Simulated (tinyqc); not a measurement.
Anisotropic wet etching of Si(100): plane rates, V-grooves, membranes and undercut: one step, computed by the program tinyqc. Command: `OMP_NUM_THREADS=1 python tinyqc.py 3021305 3021306 out.jsonl wetetch walk`. One thread of a shared host (Intel(R) Xeon(R) Processor @ 2.30GHz), about 0.01 s of CPU time with the checks.

A long slot opens the mask on a (100) wafer. The floor etches at R100; (111) walls stand at theta = arctan(sqrt2) = 54.7356 degrees to the surface and recede at R111 along their normal.

Question. Shape after the time t. A misaligned edge exposes ledges and adds R100 sin(misalignment) to the lateral rate (a simple estimate): u = R111/sin(theta) + R100 sin(misalignment). Top width W = w + 2 u t; floor width b = W - 2 z/tan(theta) = W - sqrt2 z. The floor lasts until b = 0, at t_V = w/(sqrt2 R100 - 2u); depth z = R100 t before t_V and W/sqrt2 after.

Inputs (values chosen for the exercise, close to those used for potassium hydroxide solutions):
```
quantity,value,unit
bath temperature T,50,C
"width w (mask opening along <110>, or membrane width in the design step)",620,um
misalignment of the mask,2,degrees
etch time t,270,min
```

R100 = 0.2925936 um/min

R111 = 7.434148e-04 um/min

Give: lateral rate u; time t_V to close the V; top width W; depth z; floor width b.

Answer.

lateral rate u = 0.011122 um/min

time t_V to close the V = 1583.5 min

top width W = 626.01 um

depth z = 79.000 um

floor width b = 514.28 um

The floor remains; undercut per side is 3.00 um, 3.80 % of the depth.
